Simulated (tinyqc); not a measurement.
Worked calculation: Slater-Koster d bands of an fcc metal. Values are carried at full precision from step to step, so a last printed digit may differ when a step is redone from the rounded ones.

Slater-Koster d bands. For a bond with direction cosines (l, m, n) the 5 x 5 block is dds Ps + ddp Pp + ddd (1 - Ps - Pp), the projectors on sigma, pi and delta states about the bond; for instance <xy|xy> = 3 l^2 m^2 dds + (l^2 + m^2 - 4 l^2 m^2) ddp + (n^2 + l^2 m^2) ddd, <xy|yz> = 3 l m^2 n dds + l n (1 - 4 m^2) ddp + l n (m^2 - 1) ddd and <3z2-r2|3z2-r2> = (n^2 - (l^2 + m^2)/2)^2 dds + 3 n^2 (l^2 + m^2) ddp + (3/4)(l^2 + m^2)^2 ddd. H(k) sums the blocks times cos(k.R) over the neighbours; the d level is the zero of energy; k in 2 pi/a.

Parameters, chosen for this exercise (of the size met in Co; not measured data): dds = -0.538 eV (dd sigma); ddp = 0.334 eV (dd pi); ddd = -0.016 eV (dd delta); k = (0.26, 0.43, 0) 2 pi/a (wave vector); Nd = 8 (d electrons per atom).

## The block of one bond

Direction (1,1,0)/sqrt2; its eigenvalues must be dds once, ddp twice and ddd twice.

block (eV):
```
             xy      yz      zx   x2-y2   3z2-r2
xy      -0.4075       0       0       0   0.2260
yz            0  0.1590  0.1750       0        0
zx            0  0.1750  0.1590       0        0
x2-y2         0       0       0  0.3340        0
3z2-r2   0.2260       0       0       0  -0.1465
```

## Levels at Gamma

Neighbours: twelve at (a/2)(1,1,0) and equivalents.

Summing the blocks at k = 0 gives E(t2g) = 3 dds + 4 ddp + 5 ddd, E(eg) = 1.5 dds + 6 ddp + 4.5 ddd.

levels (eV): t2g (threefold) -0.3580, eg (twofold) 1.1250

The t2g level lies lower, by 1.4830 eV.

## The Hamiltonian at one k

Sum over the neighbours.

H(k) (eV):
```
             xy       yz       zx    x2-y2   3z2-r2
xy       0.3307        0        0        0  -0.6432
yz            0   0.1748  -0.4980        0        0
zx            0  -0.4980  -0.8821        0        0
x2-y2         0        0        0   0.1043  -0.3882
3z2-r2  -0.6432        0        0  -0.3882   0.6847
```

## Levels and character

Diagonalise H; t2g is xy, yz, zx and eg the other two.

levels (eV): -1.0798  -0.3151  0.1746  0.3724  1.2602

weights:
```
     band 1  band 2  band 3  band 4  band 5
t2g   1.000   0.348   0.351   1.000   0.301
eg    0.000   0.652   0.649   0.000   0.699
```

## Levels at points of symmetry

Coordinates: G (0, 0, 0), X (1, 0, 0), W (1, 0.5, 0), L (0.5, 0.5, 0.5), K (0.75, 0.75, 0); the others lie half way.

Levels (eV):
```
k        band 1  band 2  band 3  band 4  band 5
G        -0.358  -0.358  -0.358   1.125   1.125
G-X 0.5  -1.630  -0.586   0.636   0.636   1.336
X        -2.902  -2.297   1.547   1.630   1.630
W        -1.336  -0.636  -0.636   0.586   1.630
L        -1.400  -0.811  -0.811   1.511   1.511
L-G 0.5  -0.879  -0.221  -0.221   0.954   0.954
K        -2.073  -1.144   0.671   0.817   1.371
```

On these points the bands run from -2.902 (X) to 1.630 eV (X and W).

## Second moment and the rectangular band

mu2 = z (dds^2 + 2 ddp^2 + 2 ddd^2)/5 per orbital, with z = 12. A rectangular band with the same mu2 has width W = sqrt(12 mu2), Fermi level W (Nd/10 - 1/2) and bond energy -W Nd (10 - Nd)/20 (Friedel).

mu2 = 1.2314 eV^2
W = 3.8440 eV
Fermi level = 1.1532 eV
bond energy per atom = -3.0752 eV

The bond energy is the attractive part alone; the repulsion between atoms, left out, cancels a large share of it in the cohesive energy.

## Checks

- Levels at Gamma from the formulas against H(0): they agree to 1e-10 or better.
- Second moment from the formula against the mean square level on the mesh: both 1.23136.

Run: tinyqc, `OMP_NUM_THREADS=1 python tinyqc.py 1452776 1452777 out.jsonl`; Intel(R) Xeon(R) Processor @ 2.30GHz, one thread, shared host; about 0.06 s of CPU time with all checks.
